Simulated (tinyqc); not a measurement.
Vacuum evaporation: vapour pressure, source flux, thickness distribution, purity and step coverage: one step, computed by the program tinyqc. Command: `OMP_NUM_THREADS=1 python tinyqc.py 3111121 3111122 out.jsonl evap walk`. One thread of a shared host (Intel(R) Xeon(R) Processor @ 2.30GHz), about 0.01 s of CPU time with the checks.

Molecular flow, unit sticking of the metal, no re-evaporation. The background gas is taken as water vapour (18.015 g/mol, collision diameter 0.37 nm) at 300 K.

Task: Scattering and purity. Mean free path lambda = k_B T_g/(sqrt2 pi d^2 p); unscattered share exp(-h/lambda); gas arrival p/sqrt(2 pi m_g k_B T_g); impurity ratio = sticking x gas arrival/metal arrival; monolayer time = 1e15 cm^-2/(sticking x gas arrival).

Inputs (values chosen for the exercise, modelled on gold, with constants for the liquid): source temperature T = 1620 K; source-to-wafer distance h = 62 cm; background pressure p = 3e-07 Pa; sticking of background gas = 0.3.

arrival rate at the centre = 6.587860e+12 1/(cm^2 s)

Constants: k_B = 1.380649e-23 J/K; u = 1.6605390666e-27 kg.

Give: mean free path; unscattered share; gas arrival rate; impurity ratio; monolayer time.

Result:

mean free path = 22699 m

unscattered share = 1.0000

gas arrival rate = 1.075e+12 1/(cm^2 s)

impurity ratio = 0.04896

monolayer time = 3100 s
